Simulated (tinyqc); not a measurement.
# Frequency dispersion of an accumulation capacitance by border traps, distributed model: what changes with what

Traps spread evenly through the insulator exchange electrons with the semiconductor by tunnelling, with tau(x) = t0 exp(2 ka x) at depth x from the interface. The admittance per area Y seen at depth x obeys dY/dx = -Y^2/(i w eps0 eox) + q Nb ln(1 + i w tau)/tau, with Y(0) = i w Cs and w = 2 pi f; the gate sees Y(tox) = G + i w C. Working variable y = Y/(i w), in uF/cm^2. Cox = eps0 eox/tox.

Inputs (values chosen for the exercise); permittivity close to that of aluminium oxide:
```
symbol   value         unit                                               meaning
eox       8.56                             relative permittivity of the insulator
tox        3.8           nm                                   insulator thickness
Cs           2      uF/cm^2             semiconductor capacitance in accumulation
Nb      2.3e19  cm^-3 eV^-1                               density of border traps
ka         4.5         1/nm  decay constant of the wave function in the insulator
t0       7e-11            s              time constant of a trap at the interface
f        10000           Hz                                             frequency
```

Constants: q = 1.602176634e-19 C, eps0 = 8.8541878128e-14 F/cm where lengths are in cm. Results are converted to the units shown.

Each table varies one quantity; the others keep the values above.

## Capacitance and loss against frequency

Cox; trap-free value 1/(1/Cox + 1/Cs); response depth d = ln(1/(w t0))/(2 ka), where w tau = 1; lumped estimate: all traps within d act as C_bt = q Nb d placed at d/2, so C = 1/{1/[1/(1/Cs + d/(2 eps0 eox)) + C_bt] + (tox - d/2)/(eps0 eox)}. C and G from a fine integration; dispersion -d C/d log10 f over C, from f times and over 1.1. For a broad spread of time constants G/w is close to -(pi/2) dC/d ln w.

The same in every row: trap-free C (uF/cm^2) = 0.9986.

Capacitance and loss against frequency:

| f (Hz) | d (nm) | C (uF/cm^2) | G/w (uF/cm^2) | dispersion (% a decade) | -(pi/2) dC/d ln w (uF/cm^2) | lumped C (uF/cm^2) |
|---|---|---|---|---|---|---|
| 10 | 2.138 | 1.309 | 0.03461 | 3.868 | 0.03455 | 1.272 |
| 100 | 1.882 | 1.261 | 0.03159 | 3.666 | 0.03154 | 1.230 |
| 1000 | 1.626 | 1.217 | 0.02889 | 3.476 | 0.02885 | 1.191 |
| 10000 | 1.370 | 1.176 | 0.02647 | 3.294 | 0.02643 | 1.155 |
| 1e5 | 1.115 | 1.139 | 0.02428 | 3.120 | 0.02425 | 1.121 |
| 1e6 | 0.8588 | 1.105 | 0.02228 | 2.953 | 0.02226 | 1.089 |
| 1e7 | 0.6030 | 1.074 | 0.02044 | 2.790 | 0.02044 | 1.060 |

What does the table show?

C falls from 1.309 to 1.074 uF/cm^2, towards the trap-free 0.9986; each decade of frequency removes ln 10/(2 ka) = 0.256 nm from the response depth. The dispersion falls from 3.87 to 2.79 % a decade and G/w falls from 0.0346 to 0.0204 uF/cm^2. G/w stays at 1.00 times -(pi/2) dC/d ln w, the relation for a broad spread of time constants.

## Effect of the insulator thickness

Same model as above.

The same in every row: d (nm) = 1.370.

Effect of the insulator thickness:

| tox (nm) | C (uF/cm^2) | G/w (uF/cm^2) | dispersion (% a decade) | -(pi/2) dC/d ln w (uF/cm^2) | lumped C (uF/cm^2) | trap-free C (uF/cm^2) |
|---|---|---|---|---|---|---|
| 2 | 1.632 | 0.04997 | 4.535 | 0.05047 | 1.592 | 1.309 |
| 2.8 | 1.392 | 0.03709 | 3.898 | 0.03702 | 1.363 | 1.150 |
| 3.9 | 1.158 | 0.02567 | 3.244 | 0.02563 | 1.138 | 0.9856 |
| 5.4 | 0.9423 | 0.01699 | 2.640 | 0.01697 | 0.9286 | 0.8248 |
| 7.5 | 0.7473 | 0.01068 | 2.094 | 0.01068 | 0.7386 | 0.6713 |
| 10 | 0.5995 | 0.006874 | 1.680 | 0.006872 | 0.5939 | 0.5496 |
| 14 | 0.4554 | 0.003967 | 1.277 | 0.003966 | 0.4522 | 0.4260 |
| 20 | 0.3348 | 0.002143 | 0.9384 | 0.002143 | 0.3330 | 0.3186 |

What does the table show?

As tox goes from 2 to 20, C falls from 1.63 to 0.335 uF/cm^2, the dispersion falls from 4.53 to 0.938 % a decade and G/w falls from 0.0500 to 0.00214 uF/cm^2. The lumped estimate is 2.4 % below C in the first row and 0.53 % below it in the last.

Computed by the program tinyqc: `OMP_NUM_THREADS=1 python tinyqc.py 2202207 2202208 out.jsonl`, one thread of a shared Intel Xeon 2.30GHz, about 0.4 s for the whole run.
